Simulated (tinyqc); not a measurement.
Level against strength of the defect: Koster-Slater impurity in an sp3s* host.

sp3s* tight binding, nearest neighbours only: anion (a) at 0, cation (c) at a/4 (1,1,1), orbitals s, px, py, pz, s* on each; k in units of 2 pi/a. With phases e_j = exp(i (pi/2) k.n_j) for n = (1,1,1), (1,-1,-1), (-1,1,-1), (-1,-1,1): g0 = (e1+e2+e3+e4)/4, g1 = (e1+e2-e3-e4)/4, g2 = (e1-e2+e3-e4)/4, g3 = (e1-e2-e3+e4)/4. The diagonal holds the levels Esa, Epa, Exa (s*) and Esc, Epc, Exc. Anion-cation block: <sa|sc> = Vss g0; <sa|xc> = Vsapc g1; <xa|sc> = -Vscpa g1; <xa|xc> = Vxx g0; <xa|yc> = <ya|xc> = Vxy g3, <xa|zc> = <za|xc> = Vxy g2, <ya|zc> = <za|yc> = Vxy g1; <s*a|xc> = Vxapc g1; <xa|s*c> = -Vpaxc g1; y and z take g2 and g3 in place of g1; s-s* and s*-s* vanish.

A defect on an anion site (a) shifts the s level there by Vs or the three p levels by Vp and leaves the rest. A level in the gap solves 1/Vs = G_s(E) (symmetry A1) or 1/Vp = G_p(E) (T2, threefold), with G(E) = (1/N^3) sum over k and bands of w/(E - e), where w is the weight of the state on the s orbital of that site, or the mean weight on its px, py, pz. Mesh: k = f1 (-1,1,1) + f2 (1,-1,1) + f3 (1,1,-1), f = (j + 1/2)/N, j = 0 to N - 1. Energies from the top of the valence band at Gamma; the s* orbital of the site is left as it is. An infinite shift removes the s or p orbitals, the model of the ideal vacancy: G(E) = 0.

Parameters, chosen for this exercise (out of a larger set: near a published set for GaP; not measured data): p = (-8.118, 1.129, -2.203, 4.103, 8.529, 7.183, -7.456, 2.16, 5.157, 4.264, 6.306, 4.658, 5.087) eV (order Esa, Epa, Esc, Epc, Exa, Exc, Vss, Vxx, Vxy, Vsapc, Vscpa, Vxapc, Vpaxc); N = 6 (mesh).

Eg (smallest gap of the host) = 2.34394 eV

A dash: no level in the gap from 0 to Eg. The last row is the ideal vacancy.

Levels (eV above the valence band):

| shift (eV) | A1 | T2 |
|---|---|---|
| -40 | 1.439 | 2.215 |
| -20 | 1.663 | 2.312 |
| -12 | 1.857 | - |
| -8 | 2.006 | - |
| -5 | 2.151 | - |
| -3 | 2.261 | - |
| +3 | - | - |
| +5 | - | 0.256 |
| +8 | - | 0.777 |
| +12 | - | 1.204 |
| +20 | - | 1.581 |
| +40 | 0.561 | 1.844 |
| vacancy | 1.096 | 2.059 |

What does the comparison show, and why?

A1: a level lies in the gap for the attractive shifts -3, -5, -8, -12, -20 and -40 eV and for the repulsive +40 eV; both branches tend to the vacancy level, 1.096 eV, which pins them. T2: a level lies in the gap for the attractive shifts -20 and -40 eV and for the repulsive +5, +8, +12, +20 and +40 eV; both branches tend to the vacancy level, 2.059 eV, which pins them. A level passes the edges where the shift equals 1/G, a value that is sensitive to the mesh there: on this one 1/G(0) = 22.8 and 1/G(Eg) = -1.2 eV for s, 3.5 and -15.2 eV for p.

Computed by tinyqc, a small Python program: `OMP_NUM_THREADS=1 python tinyqc.py 1450070 1450071 out.jsonl` (the numbers bound the seed that draws the inputs); one thread of a shared host (Intel(R) Xeon(R) Processor @ 2.30GHz), about 0.01 s for the whole set of steps.
